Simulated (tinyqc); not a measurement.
Plane-wave Kohn-Sham cycle with exchange-only LDA in a layered model solid, step by step. One step of it, computed by the program tinyqc.

Question. Iteration 2: levels at that k. Diagonalise the Hermitian matrix.

H (hartree), order -3, -2, -1, +0, +1, +2, +3:
$$\begin{pmatrix}
0.954421 & -0.231497 & 0.001652 & -0.000215 & -0.000072 & 0.000007 & 0.000007 \\
-0.231497 & 0.258780 & -0.231497 & 0.001652 & -0.000215 & -0.000072 & 0.000007 \\
0.001652 & -0.231497 & -0.127688 & -0.231497 & 0.001652 & -0.000215 & -0.000072 \\
-0.000215 & 0.001652 & -0.231497 & -0.204981 & -0.231497 & 0.001652 & -0.000215 \\
-0.000072 & -0.000215 & 0.001652 & -0.231497 & 0.026899 & -0.231497 & 0.001652 \\
0.000007 & -0.000072 & -0.000215 & 0.001652 & -0.231497 & 0.567954 & -0.231497 \\
0.000007 & 0.000007 & -0.000072 & -0.000215 & 0.001652 & -0.231497 & 1.418182
\end{pmatrix}$$

Give: eigenvalues.

Answer.

eigenvalues (hartree): [-0.4974, -0.1656, 0.1090, 0.3314, 0.6077, 1.0289, 1.4797]
